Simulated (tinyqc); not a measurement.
# Minority carriers and saturation current of a heavily doped emitter: two studies

n-type, parabolic bands, full ionisation. eta = (EF - Ec)/kB T solves N = Nc F12(eta), F12(x) = (2/sqrt(pi)) int_0^infinity sqrt(u)/(1 + exp(u - x)) du. The gap shrinks rigidly by dEg = E1 [ln(N/N0) + sqrt(ln^2(N/N0) + 0.5)], an empirical law that is here taken as the true narrowing.

Inputs (values chosen for the exercise); band and dielectric values close to those of silicon: temperature T = 300 K; band gap Eg = 1.11 eV; conduction-band density of states at 300 K Nc = 2.84e19 cm^-3; valence-band density of states at 300 K Nv = 2.7e19 cm^-3; energy of the narrowing law E1 = 6.5 meV; density of the narrowing law N0 = 1.5e17 cm^-3; minority-hole mobility mup = 250 cm^2/(V s); Auger coefficient Cn = 2.1e-31 cm^6/s; defect lifetime ts = 1.2 us; emitter width W = 240 nm; recombination velocity at the contact S = 7400 cm/s.

Constants: q = 1.602176634e-19 C, kB = 1.380649e-23 J/K, Vt = kB T/q. Results are converted to the units shown.

Each table varies one quantity; the others keep the values above.

## Effect of the doping

ni = sqrt(Nc Nv) exp(-Eg/(2 Vt)), Eg in volts; degeneracy factor g = F12(eta) exp(-eta); nie^2 = ni^2 exp(dEg/kB T) g, p0 = nie^2/N; apparent narrowing dEg + kB T ln g. 1/tau = Cn N^2 + 1/ts, D = mup Vt, L = sqrt(D tau); J0 = (q p0 D/L)(s + tanh(W/L))/(1 + s tanh(W/L)), s = S L/D; the share recombining inside is 1 - 1/[cosh(W/L)(1 + tanh(W/L)/s)]. The mobility is held fixed.

Effect of the doping:

| N (cm^-3) | apparent narrowing (meV) | p0 (cm^-3) | L (nm) | J0 (fA/cm^2) | share inside (%) |
|---|---|---|---|---|---|
| 6e17 | 18.933 | 598.99 | 26666 | 693.21 | 0.29795 |
| 1.3e18 | 28.389 | 398.53 | 23322 | 461.64 | 0.38915 |
| 2.8e18 | 37.695 | 265.21 | 16144 | 308.49 | 0.80872 |
| 5.9e18 | 46.282 | 175.45 | 8908.7 | 207.80 | 2.6079 |
| 1.3e19 | 54.211 | 108.21 | 4218.2 | 139.56 | 10.673 |
| 2.7e19 | 59.243 | 63.296 | 2049.1 | 109.35 | 33.653 |
| 5.8e19 | 59.557 | 29.825 | 955.92 | 111.80 | 70.147 |
| 1.2e20 | 50.551 | 10.175 | 462.24 | 117.84 | 91.224 |
| 2.7e20 | 19.786 | 1.3757 | 205.46 | 57.622 | 98.425 |

What does the table show?

The apparent narrowing goes from 18.9 through a maximum of 59.6 (at N = 5.8e19 cm^-3 among the rows listed) to 19.8 meV. p0 goes as N^(-0.53) between the first two rows and N^(-2.47) between the last two (-1 without narrowing or degeneracy), and J0 moves up and down between 57.6 and 693 fA/cm^2.

## Approximations to the Fermi level

With u = N/Nc: Boltzmann ln u; Joyce-Dixon ln u + 0.353553 u - 4.95009e-3 u^2 + 1.48386e-4 u^3 - 4.42563e-6 u^4; degenerate limit (3 sqrt(pi) u/4)^(2/3). The Einstein ratio is D/(mu Vt) = F12/Fm, Fm(x) = dF12/dx = (1/sqrt(pi)) int_0^infinity u^(-1/2)/(1 + exp(u - x)) du.

Approximations to the Fermi level:

| N (cm^-3) | N/Nc | eta | Boltzmann | Joyce-Dixon | degenerate | D/(mu Vt) |
|---|---|---|---|---|---|---|
| 1.2e18 | 0.04225 | -3.149 | -3.164 | -3.149 | 0.1467 | 1.015 |
| 2.6e18 | 0.09155 | -2.359 | -2.391 | -2.359 | 0.2456 | 1.032 |
| 5.5e18 | 0.1937 | -1.573 | -1.642 | -1.573 | 0.4047 | 1.068 |
| 1.1e19 | 0.3873 | -0.8123 | -0.9485 | -0.8123 | 0.6424 | 1.135 |
| 2.4e19 | 0.8451 | 0.1270 | -0.1683 | 0.1270 | 1.081 | 1.292 |
| 5e19 | 1.761 | 1.174 | 0.5656 | 1.174 | 1.763 | 1.594 |
| 1.1e20 | 3.873 | 2.657 | 1.354 | 2.657 | 2.982 | 2.243 |
| 2.2e20 | 7.746 | 4.545 | 2.047 | 4.542 | 4.733 | 3.301 |
| 4.6e20 | 16.20 | 7.630 | 2.785 | 7.539 | 7.740 | 5.237 |
| 9.7e20 | 34.15 | 12.66 | 3.531 | 9.722 | 12.73 | 8.529 |

Read the table: what changes, and by how much?

Boltzmann is within 0.1 of eta up to N/Nc = 0.19, Joyce-Dixon within 0.01 up to 7.7, and the degenerate limit is off by 0.065 in the last row. The Einstein ratio rises from 1.01 to 8.53: degenerate carriers diffuse faster for the same mobility.

Range of the model: Band tails, non-parabolic bands and incomplete ionisation are left out.

Program tinyqc, `OMP_NUM_THREADS=1 python tinyqc.py 2330149 2330150 out.jsonl`; Intel Xeon 2.30GHz, shared host, one thread, about 0.01 s.
